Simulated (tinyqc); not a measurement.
n-type polysilicon, carrier trapping at grain boundaries: two steps of the calculation.

One-dimensional grains of size Lg, uniform ionised doping N, monovalent traps Qt at each boundary at a depth Et below (for electrons) or above (for holes) the band edge there, abrupt depletion of width W on each side of a boundary, Boltzmann statistics. xi is the distance from the band edge at the grain centre to the Fermi level. Trapped charge Qt/(1 + exp((xi + VB - Et)/Vt)) = 2 N W, barrier VB = q N W^2/(2 eps0 eps_r).

Values chosen for this exercise; values of the order met in polycrystalline silicon: temperature T = 300 K; relative permittivity eps_r = 11.7; conduction-band density of states at T NB = 2.8e19 cm^-3; grain size Lg = 75 nm; trap density of a grain boundary Qt = 5.9e11 cm^-2; depth of the trap level from the majority band edge at the boundary Et = 0.36 eV; mass for thermionic emission ms = 0.26 m0; correction factor of the emission rate fe = 1; mobility inside the grains mug = 92 cm^2/(V s); doping N = 3.4e17 cm^-3.

Constants: q = 1.602176634e-19 C, kB = 1.380649e-23 J/K, m0 = 9.1093837015e-31 kg, Vt = kB T/q, eps0 = 8.8541878128e-14 F/cm where lengths are in cm. Results are converted to the units shown.

Problem 1. Depletion width, Fermi level and barrier. If the trap equation with xi = Vt ln(NB/N) has a root W < Lg/2, the grain is partly depleted; otherwise W = Lg/2 and the trap equation gives xi = Et - VB + Vt ln(Qt/(N Lg) - 1). N* = Qt/Lg.

Wanted: N*; W; xi; VB; share of traps filled.

Solution 1.

N* = 7.867e16 cm^-3
W = 8.675 nm
xi = 0.1140 V
VB = 0.01979 V
share of traps filled = 0.9998

N is 4.32 N*, and the grain is partly depleted; VB = 0.765 Vt.

Problem 2. Resistivity and effective mobility. n0 = NB exp(-xi/Vt); mean density n0 (1 - 2 W/Lg) by charge balance in a partly depleted grain, and n0 (sqrt(pi)/2) erf(u)/u with u = sqrt(VB/Vt) in a fully depleted one; v = sqrt(kB T/(2 pi ms m0)); barrier resistivity Vt exp(VB/Vt)/(q fe n0 v Lg); grain resistivity (1 - 2 W/Lg)/(q n0 mug); effective mobility 1/(q mean density total resistivity).

W = 8.6750946 nm
xi = 0.11403354 V
VB = 0.019786690 V

Wanted: n0; mean density; v; barrier resistivity; grain resistivity; resistivity; effective mobility.

Solution 2.

n0 = 3.4000e17 cm^-3
mean density = 2.6135e17 cm^-3
v = 5.2757e6 cm/s
barrier resistivity = 0.025785 ohm cm
grain resistivity = 0.15338 ohm cm
resistivity = 0.17916 ohm cm
effective mobility = 133.30 cm^2/(V s)

The resistivity is 0.898 times that of a single crystal with the same N and mobility mug, and the mean density is 76.9 % of N. The effective mobility exceeds mug only because drift through the depleted grain is left out.

Computed by the program tinyqc: `OMP_NUM_THREADS=1 python tinyqc.py 2830283 2830284 out.jsonl`, one thread of a shared Intel Xeon 2.30GHz, about 0.01 s for the whole run.
